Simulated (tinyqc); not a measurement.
Changing the generation rate G: carrier lifetime from Shockley-Read-Hall, radiative, Auger and surface recombination. Computed by tinyqc, a small Python program. Command: `OMP_NUM_THREADS=1 python tinyqc.py 3005267 3005268 out.jsonl lifetime sweep`. One thread of a shared host (Intel(R) Xeon(R) Processor @ 2.30GHz), about 0.02 s of CPU time with the checks.

Energies are counted from the top of the valence band. Boltzmann statistics, full ionisation, and equal excess densities of electrons and holes.

Inputs (values chosen for the exercise, with bands modelled on ZnO):
```
quantity,value,unit
gap E_g,3.39,eV
electron mass m_e,0.274,m_0
valleys M_c,1,-
hole mass m_h,0.792,m_0
temperature T,350,K
doping N,9.7e+15,cm^-3
trap level E_t,1.36,eV
trap density N_t,4.1e+14,cm^-3
electron cross-section sigma_n,2.6e-14,cm^2
hole cross-section sigma_p,3.4e-16,cm^2
radiative coefficient B,6.7e-11,cm^3/s
Auger coefficient C_n,6.2e-32,cm^6/s
Auger coefficient C_p,3.9e-30,cm^6/s
diffusion coefficient D,39,cm^2/s
surface velocity S,3.8,cm/s
thickness W,30,micrometre
```

Doping: n-type. Surface term: two equal surfaces.

Constants: m_0 = 9.1093837015e-31 kg; k_B = 1.380649e-23 J/K; h = 6.62607015e-34 J s; k_B = 8.617333262e-05 eV/K.

Method:
- N_c = 2 M_c (2 pi m_e k_B T/h^2)^(3/2) and N_v = 2 (2 pi m_h k_B T/h^2)^(3/2), masses in units of m_0.
- n_i = sqrt(N_c N_v) exp(-E_g/2 k_B T); majority density N/2 + sqrt(N^2/4 + n_i^2), minority density n_i^2 over it.
- v = sqrt(3 k_B T/m) with m_e or m_h; tau_n0 = 1/(sigma_n v_n N_t), tau_p0 = 1/(sigma_p v_p N_t); n1 = N_c exp(-(E_g - E_t)/k_B T), p1 = N_v exp(-E_t/k_B T).
- The slowest diffusion mode has x tan x = S W/(2 D) with 0 < x < pi/2 (bisection), and tau_s = W^2/(4 x^2 D). The common approximation is W/(2 S) + W^2/(pi^2 D).
- With n = n_0 + dn, p = p_0 + dn and U/dn = 1/tau: (n p - n_i^2)/dn = n_0 + p_0 + dn = s; 1/tau_SRH = s/[tau_p0 (n + n1) + tau_n0 (p + p1)]; 1/tau_rad = B s; 1/tau_Aug = (C_n n + C_p p) s; the rates add, with 1/tau_s.
- dn solves dn/tau_eff(dn) = G (60 bisections in ln dn between 1e-2 and 1e22 cm^-3); the splitting of the quasi-Fermi levels is k_B T ln(n p/n_i^2).

One run for each value:
```
generation rate G (cm^-3 s^-1),steady excess density (cm^-3),lifetime in the steady state (s),quasi-Fermi splitting under G (eV)
1.00e+16,3.805e+09,3.805e-07,2.526
1.00e+17,3.805e+10,3.805e-07,2.596
2.00e+18,7.609e+11,3.804e-07,2.686
2.00e+19,7.608e+12,3.804e-07,2.756
3.00e+20,1.138e+14,3.794e-07,2.837
4.00e+21,1.468e+15,3.670e-07,2.918
5.00e+22,1.404e+16,2.808e-07,3.009
6.00e+23,7.695e+16,1.283e-07,3.100
8.00e+24,3.236e+17,4.045e-08,3.184
1.00e+26,1.163e+18,1.163e-08,3.260
```

What does the table show, and why?

Over the rows, steady excess density (cm^-3) rises from 3.80e9 to 1.16e18 (exponent d ln y / d ln x 1.00 between the first rows and 0.51 between the last); lifetime in the steady state (s) falls from 3.80e-7 to 1.16e-8; quasi-Fermi splitting under G (eV) rises from 2.53 to 3.26 (exponent d ln y / d ln x 0.012 between the first rows and 0.0094 between the last). At the low end the exponent of steady excess density is 1.00, close to 1: the lifetime is constant. At the high end the exponent of steady excess density is 0.51, close to 0.50: the exponent of a rate that goes as dn^2, such as radiative recombination at high injection. The local ideality factor, d(splitting)/d(k_B T ln G), stays at 1.00; once dn is well above the equilibrium minority density it is 1 at low injection with a constant lifetime or for radiative recombination, 2 for first-order recombination at high injection and 2/3 for Auger recombination at high injection.

Extremes, crossings and ranges named in words are read from the listed rows.
